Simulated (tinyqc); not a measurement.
# Tunnelling through a gate dielectric, WKB transmission and Tsu-Esaki current: dielectrics compared at equal EOT

Electrons leave the emitter at x = 0. Energies E (motion across the layers) are in eV from the emitter Fermi level; the collector Fermi level lies at -V and offers states at every E. No charge in the dielectric and no image force: F1 = V/t1, U = phi1 - F1 x. With C = hbar^2/(2 m0), kappa = sqrt(m (U - E)/C) where U > E and 0 elsewhere; T(E) = exp(-S), S = 2 times the integral of kappa over x.

A single layer of thickness t1 = EOT eps_r/3.9 for each dielectric, at V = 0.4 V. Each layer adds (2/F) sqrt(m/C) [G(u at its left edge) - G(u at its right edge)] to S, with u = U - E (0 where negative) and G(u) = (2/3) u^1.5. J = J0 times the integral of T(E) N(E) dE, N = ln[(1 + exp(-E/Vt))/(1 + exp((-E - V)/Vt))], J0 = q^2 me m0 kB T/(2 pi^2 hbar^3) (times 1e-4 for A/cm^2 per eV), from E = -Ef to far above the barrier (T = 1 there), by quadrature converged to the digits shown.

Inputs (values chosen for the exercise):
```
symbol,value,unit,meaning
T,300,K,temperature
Ef,0.26,eV,Fermi energy of the emitter above its band bottom
me,1,m0,emitter mass in the supply function
EOT,0.8,nm,equivalent oxide thickness
```

Constants: q = 1.602176634e-19 C, kB = 1.380649e-23 J/K, hbar = 1.054571817e-34 J s, m0 = 9.1093837015e-31 kg, Vt = kB T/q, hbar^2/(2 m0) = 0.0380998212 eV nm^2. Results are converted to the units shown.

Dielectrics (values chosen for the exercise, close to those of the materials named):
```
                 eps_r  phi1 (eV)  m1 (m0)
silicon dioxide   3.84       2.98     0.52
silicon nitride   7.18       2.06     0.48
aluminium oxide   8.82       2.61     0.41
hafnium oxide     22.4       1.49      0.2
zirconium oxide   26.2       1.35     0.24
```

Leakage at equal EOT:
```
                 t1 (nm)  S at E = 0  J (A/cm^2)  eps_r sqrt(m1 phi1)
silicon dioxide   0.7877       9.702     2.607e4                4.780
silicon nitride    1.473       14.25       201.3                7.140
aluminium oxide    1.809       18.42       3.108                9.124
hafnium oxide      4.595       23.89    0.006508                12.23
zirconium oxide    5.374       28.89    3.110e-5                14.91
```

What do the numbers show?

From the lowest current to the highest: zirconium oxide, hafnium oxide, aluminium oxide, silicon nitride, silicon dioxide; the span is 8.92 decades. The figure eps_r sqrt(m1 phi1), to which S is proportional at low voltage, gives the same order. In 1 of the 5 rows a layer is thinner than 0.8 nm, a few atomic planes, where an effective mass is a rough description.

Numbers from tinyqc (`OMP_NUM_THREADS=1 python tinyqc.py 2540020 2540021 out.jsonl`; about 0.01 s on one thread of a shared Intel Xeon 2.30GHz).
